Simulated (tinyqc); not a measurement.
Printed widths: electron-beam lithography: double-Gaussian proximity function, edge placement and dose correction for parallel lines. Computed by tinyqc, a small Python program. Command: `OMP_NUM_THREADS=1 python tinyqc.py 3112594 3112595 out.jsonl proximity walk`. One thread of a shared host (Intel(R) Xeon(R) Processor @ 2.30GHz), about 0.01 s of CPU time with the checks.

Lines are infinitely long. Absorbed energy is counted so that the middle of a very large area written at dose 1 receives 1; the resist develops where it exceeds 1/2.

Inputs (values chosen for the exercise, of the order of those for 50 keV electrons in resist on silicon): forward range alpha = 0.0097 micrometre; backscatter range beta = 8.9 micrometre; backscatter ratio eta = 0.94.

line widths (micrometre): 0.12  4.8  0.042  5.1

gaps between the lines (micrometre): 2.1  0.055  0.14

Method:
- The first line starts at x = 0; each next one starts after the width and the gap.
- f(r) = [exp(-r^2/alpha^2)/alpha^2 + eta exp(-r^2/beta^2)/beta^2]/(pi (1 + eta)). A line from a to b at dose d gives E(x) = d [S(alpha) + eta S(beta)]/(1 + eta), S(s) = [erf((b - x)/s) - erf((a - x)/s)]/2.
- M_ij is the mean of E at the two edges of line i from line j at dose 1.
- Uncorrected edge energies are M 1. Solve M d = 1/2 for the doses d that put the mean edge energy of every line at the threshold.
- Edges are the roots of E(x) = 1/2 between a line centre and the middle of the next gap. Three cases: dose 1 everywhere; one common dose equal to the mean of d; the corrected doses.

Lines (micrometre):
```
line  left edge  right edge  centre
1         0.000       0.120   0.060
2         2.220       7.020   4.620
3         7.075       7.117   7.096
4         7.257      12.357   9.807
```

corrected doses: 1 1.29932, 2 0.98996, 3 0.87241, 4 0.99606

Width error, printed less drawn (nm):
```
line  drawn width (nm)   dose 1  mean dose  corrected
1                  120  -5.2514    -3.9128   4.40e-05
2                 4800   0.2493     1.5318   7.82e-04
3                   42   2.3023     3.5978          0
4                 5100   0.1600     1.4433   8.00e-04
```

What follows from these numbers?

With the common mean dose the errors span 7.5 nm. With corrected doses the largest error is below 0.01 nm.

Extremes, crossings and ranges named in words are read from the listed rows.
